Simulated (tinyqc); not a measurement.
Plane-wave Kohn-Sham cycle with exchange-only LDA in a layered model solid, step by step. Computed by tinyqc, a small Python program that keeps every step. Settings: points = 16, plane-wave index or count = 2, electrons = 2, k points = 2, area = 15.0, mixing = 0.1, iteration cap = 72, Pulay depth = 5. Command: `OMP_NUM_THREADS=1 python tinyqc.py 31760 31761 out.jsonl` (the two numbers bound the seeds that draw the settings). One thread of a shared host (Intel(R) Xeon(R) Processor @ 2.60GHz), about 0.03 s of CPU time with the checks. Later iterations appear only in the table of the cycle.

## Iteration 1: potential

A solid whose potential varies along x alone (atomic units):
```
parameter,value
period a,15.700000
cross-section of the cell,15.000000
electrons per cell,2
grid points,16
"plane waves -n..n, n",2
k points,2
V1 in V1 cos(2 pi x/a),-0.360000
V2 in V2 cos(4 pi x/a),-0.210000
```

density at the start, on the grid x_j = j a/N (e/bohr^3): 0.00849257  0.00849257  0.00849257  0.00849257  0.00849257  0.00849257  0.00849257  0.00849257  0.00849257  0.00849257  0.00849257  0.00849257  0.00849257  0.00849257  0.00849257  0.00849257

V_H(G) = 4 pi rho(G)/G^2 for G != 0 (uniform background); v_x = -(3 rho/pi)^(1/3); V = V_ext + V_H + v_x; Fourier components f(G_m) = (1/N) sum_j f(x_j) exp(-i G_m x_j).

Potentials on the grid (hartree):
```
x,V_ext,V_H,v_x,V
0.000000,-0.570000,0.000000,-0.200911,-0.770911
0.981250,-0.481089,0.000000,-0.200911,-0.682000
1.962500,-0.254558,0.000000,-0.200911,-0.455469
2.943750,0.010726,0.000000,-0.200911,-0.190185
3.925000,0.210000,0.000000,-0.200911,0.009089
4.906250,0.286258,0.000000,-0.200911,0.085348
5.887500,0.254558,0.000000,-0.200911,0.053648
6.868750,0.184104,0.000000,-0.200911,-0.016807
7.850000,0.150000,0.000000,-0.200911,-0.050911
8.831250,0.184104,0.000000,-0.200911,-0.016807
9.812500,0.254558,0.000000,-0.200911,0.053648
10.793750,0.286258,0.000000,-0.200911,0.085348
11.775000,0.210000,0.000000,-0.200911,0.009089
12.756250,0.010726,0.000000,-0.200911,-0.190185
13.737500,-0.254558,0.000000,-0.200911,-0.455469
14.718750,-0.481089,0.000000,-0.200911,-0.682000
```

V(G_m), m = 0, 1, 2, ... (hartree): -0.200911  -0.180000  -0.105000  0.000000  0.000000

## Iteration 1: Hamiltonian at one k

k = 0.250000 2 pi / a

H(m,m') = (k + G_m)^2/2 delta + V(G_m - G_m'), with V(-G) = V(G).

H (hartree), lower triangle:
```
,-2,-1,+0,+1,+2
-2,0.044338
-1,-0.180000,-0.155865
+0,-0.105000,-0.180000,-0.195906
+1,0.000000,-0.105000,-0.180000,-0.075784
+2,0.000000,0.000000,-0.105000,-0.180000,0.204500
```

## Iteration 1: levels at that k

Diagonalise the Hermitian matrix.

eigenvalues (hartree): -0.547817  -0.138750  0.047824  0.158955  0.301070

## Iteration 1: new density

Motion across x is left out: the lowest 1 band(s) hold two electrons at each of the k points (j + 1/2)/nk - 1/2. Residual R = rho(out) - rho(in); rho(new) = rho(in) + 0.1 R. rho(out) = 2/(a A nk) sum |psi|^2 with psi = sum c exp(i G x). Harris energy E = band energy - dV sum rho (V_H/2 + v_x) + (3/4) dV sum rho v_x with rho(in), dV = a A/N, band energy = (2/nk) sum of the filled levels.

rho(out) (e/bohr^3): 0.03679846  0.02977293  0.01514559  0.00410344  0.00032597  0.00004764  0.00002263  0.00004627  0.00015369  0.00004627  0.00002263  0.00004764  0.00032597  0.00410344  0.01514559  0.02977293

density after iteration 1 (e/bohr^3): 0.01132316  0.01062060  0.00915787  0.00805366  0.00767591  0.00764808  0.00764557  0.00764794  0.00765868  0.00764794  0.00764557  0.00764808  0.00767591  0.00805366  0.00915787  0.01062060

energy per cell = -0.99517896 hartree

## Iteration 2: potential

As before.

Potentials on the grid (hartree):
```
x,V_ext,V_H,v_x,V
0.000000,-0.570000,0.135401,-0.221129,-0.655728
0.981250,-0.481089,0.119025,-0.216458,-0.578522
1.962500,-0.254558,0.077693,-0.206026,-0.382891
2.943750,0.010726,0.027902,-0.197388,-0.158760
3.925000,0.210000,-0.017355,-0.194253,-0.001608
4.906250,0.286258,-0.053076,-0.194018,0.039165
5.887500,0.254558,-0.078584,-0.193996,-0.018022
6.868750,0.184104,-0.093851,-0.194016,-0.103763
7.850000,0.150000,-0.098909,-0.194107,-0.143016
8.831250,0.184104,-0.093851,-0.194016,-0.103763
9.812500,0.254558,-0.078584,-0.193996,-0.018022
10.793750,0.286258,-0.053076,-0.194018,0.039165
11.775000,0.210000,-0.017355,-0.194253,-0.001608
12.756250,0.010726,0.027902,-0.197388,-0.158760
13.737500,-0.254558,0.077693,-0.206026,-0.382891
14.718750,-0.481089,0.119025,-0.216458,-0.578522
```

V(G_m), m = 0, 1, 2, ... (hartree): -0.200472  -0.128590  -0.099456  0.000353  -0.000008

## Iteration 2: Hamiltonian at one k

k = 0.250000 2 pi / a

As before.

H (hartree), lower triangle:
```
,-2,-1,+0,+1,+2
-2,0.044777
-1,-0.128590,-0.155426
+0,-0.099456,-0.128590,-0.195467
+1,0.000353,-0.099456,-0.128590,-0.075345
+2,-0.000008,0.000353,-0.099456,-0.128590,0.204939
```

## Iteration 2: levels at that k

As before.

eigenvalues (hartree): -0.453776  -0.098855  -0.019563  0.129526  0.266147

## Iteration 2: new density

B (overlaps of the stored error matrices):
```
,1,2
1,2.4657023e-03,2.1861825e-03
2,2.1861825e-03,1.9387933e-03
```

Motion across x is left out: the lowest 1 band(s) hold two electrons at each of the k points (j + 1/2)/nk - 1/2. Residual R = rho(out) - rho(in); rho(new) = rho(in) + 0.1 R; Pulay mixing then takes sum c_i of the stored mixed densities, with c from B_ij = sum R_i R_j as in DIIS. rho(out) = 2/(a A nk) sum |psi|^2 with psi = sum c exp(i G x). Harris energy E = band energy - dV sum rho (V_H/2 + v_x) + (3/4) dV sum rho v_x with rho(in), dV = a A/N, band energy = (2/nk) sum of the filled levels.

rho(out) (e/bohr^3): 0.03619173  0.02945635  0.01532600  0.00442965  0.00045861  0.00002568  0.00000724  0.00005860  0.00016513  0.00005860  0.00000724  0.00002568  0.00045861  0.00442965  0.01532600  0.02945635

DIIS coefficients: -7.699519  8.699519

density after iteration 2 (e/bohr^3): 0.03295762  0.02700679  0.01452385  0.00490095  0.00139721  0.00101696  0.00100059  0.00104558  0.00113965  0.00104558  0.00100059  0.00101696  0.00139721  0.00490095  0.01452385  0.02700679

energy per cell = -0.81738708 hartree

## Convergence

Stop when sqrt(dV sum R^2) is below 1e-8, dV = a A/N.

Course of the cycle:
```
iteration,E (hartree),norm of the residual
1,-0.99517896,1.91e-01
2,-0.81738708,1.69e-01
3,-1.91391740,3.05e-01
4,-1.63803522,2.90e-01
5,-2.08270454,3.16e-01
6,-10.89895839,5.89e-01
7,-74.13211341,1.43e+00
8,-3.31449543,3.22e-01
9,-1.97535650,2.38e-01
10,-1.25031208,2.66e-01
11,-1.16100849,1.78e-01
...,...,...
62,-0.56738142,1.11e-01
63,-0.67121151,1.28e-01
64,-1.66008126,2.92e-01
65,-1.66766695,2.93e-01
66,-2.59875520,3.43e-01
67,-3.34786850,3.10e-01
68,-0.69771101,1.32e-01
69,-0.55350920,1.09e-01
70,-0.64963710,1.25e-01
71,-1.49108343,2.81e-01
72,-1.40575654,2.75e-01
```

Not converged within 72 iterations: the residual wanders without falling. Reruns (cap 100 unless said): mixing 0.5, Kerker q0 1.0: converged in 72 (E = -0.47912); mixing 0.3, Pulay depth 5: not converged; the original settings with a cap of 400: converged in 137 (E = -0.47912).
